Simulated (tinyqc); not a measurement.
MOS inversion layer, Poisson-Schroedinger loop: one step of the calculation.

Electrons confined at an insulator interface at z = 0, treated as a hard wall; parabolic valleys, Hartree approximation, no image or exchange terms. The depletion charge lies far deeper than the electrons and gives a uniform field q Nd/(eps0 eps_r); the gate balances all charge. Energies are counted from the band edge at the interface.

Problem. Closed-form estimates. Triangular well: E_k = a_k (C F^2/mz)^(1/3), a_1 = 2.338107, a_2 = 4.087949, C = hbar^2/(2 m0), F in eV/nm. Fang-Howard (all electrons in the lowest level of set A): b^3 = 6 (mz1/C) q (Nd + 11 Ns/32)/(eps0 eps_r), centroid 3/b, level C b^2/(4 mz1) + (3/b) q (Nd + 11 Ns/16)/(eps0 eps_r). Use F = q (Nd + Ns)/(eps0 eps_r), the surface field, and F = q (Nd + Ns/2)/(eps0 eps_r).

Values chosen for this exercise; masses and permittivity close to those of silicon (100): relative permittivity eps_r = 11.5; mass along z of valley set A (2 valley(s)) mz1 = 0.922 m0; sheet density of electrons Ns = 2.6e12 cm^-2; sheet density of depletion charge Nd = 1.8e11 cm^-2.

Constants: q = 1.602176634e-19 C, hbar = 1.054571817e-34 J s, m0 = 9.1093837015e-31 kg, eps0 = 8.8541878128e-14 F/cm where lengths are in cm, hbar^2/(2 m0) = 0.0380998212 eV nm^2. Results are converted to the units shown.

Give: A1 with the surface field; A1 with Nd + Ns/2; A2 with Nd + Ns/2; b; Fang-Howard centroid; Fang-Howard level.

Solution.

A1 with the surface field = 0.10035 eV
A1 with Nd + Ns/2 = 0.065919 eV
A2 with Nd + Ns/2 = 0.11525 eV
b = 1.3487 1/nm
Fang-Howard centroid = 2.2244 nm
Fang-Howard level = 0.087655 eV

Numbers from tinyqc (`OMP_NUM_THREADS=1 python tinyqc.py 2160057 2160058 out.jsonl`; about 1 s on one thread of a shared Intel Xeon 2.30GHz).
